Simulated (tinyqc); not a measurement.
Inside a calculation. Model: polycrystalline film, grain-boundary barriers (Seto model).

tinyqc, about 0.01 s, one thread, Intel Xeon 2.30GHz (shared host): `OMP_NUM_THREADS=1 python tinyqc.py 2610013 2610014 out.jsonl` Printed values are rounded.

One-dimensional grains of size Lg with donors N; each boundary has Qt acceptor-like traps per area at one level Et below the band edge. Trapped electrons qt deplete a width w = qt/N (both sides together) and raise a barrier Vb = q N w^2/(8 eps0 eps_r). Current crosses the barriers by thermionic emission at small bias. Abrupt depletion, full ionisation, Boltzmann statistics.

Parameters, values chosen for the exercise; values close to those of polycrystalline silicon: temperature T = 300 K; relative permittivity of the semiconductor eps_r = 11.7; grain size Lg = 20 nm; trap density at a boundary Qt = 1.3e12 cm^-2; donor density N = 3.6e17 cm^-3; mobility inside a grain mg = 150 cm^2/(V s); collection velocity at the barrier vc = 4.6e6 cm/s; conduction-band density of states at T Nc = 2.8e19 cm^-3; trap level below the band edge Et = 0.54 eV.

Constants: q = 1.602176634e-19 C, kB = 1.380649e-23 J/K, Vt = kB T/q, eps0 = 8.8541878128e-14 F/cm where lengths are in cm. Results are converted to the units shown.

Range of the model: The barrier is under 2 Vt, where the abrupt-depletion and emission pictures are rough.

## Critical doping and limits of the barrier

N* = Qt/Lg; fully depleted grains have Vb = q N Lg^2/(8 eps0 eps_r), filled traps Vb = q Qt^2/(8 eps0 eps_r N); the true barrier cannot exceed the smaller.

N* = 6.5e17 cm^-3
Vb, fully depleted = 0.0278387 V
Vb, traps filled = 0.0907549 V

## Barrier, resistivity and effective mobility

Partly depleted grains: the density at the grain centre is n0 = N and qt = Qt/(1 + 2 (Nc/N) exp((Vb - Et)/Vt)). If that gives qt >= N Lg, the grains are fully depleted: qt = N Lg, w = Lg and n0 = 2 Nc exp((Vb - Et)/Vt)/(Qt/(N Lg) - 1). Resistivity: barriers rb = Vt exp(Vb/Vt)/(q n0 vc Lg), grain interior rg = (1 - w/Lg)/(q mg N); effective mobility 1/(q N (rb + rg)).

qt = 7.2e11 cm^-2
w = 20 nm
Vb = 0.0278387 V
n0 = 1.73046e11 cm^-3
rb = 2.97512e5 ohm cm
rg = 0 ohm cm
effective mobility = 5.82751e-5 cm^2/(V s)

The grains are fully depleted, 55.4 % of the traps are filled and the barriers give 100 % of the resistivity.
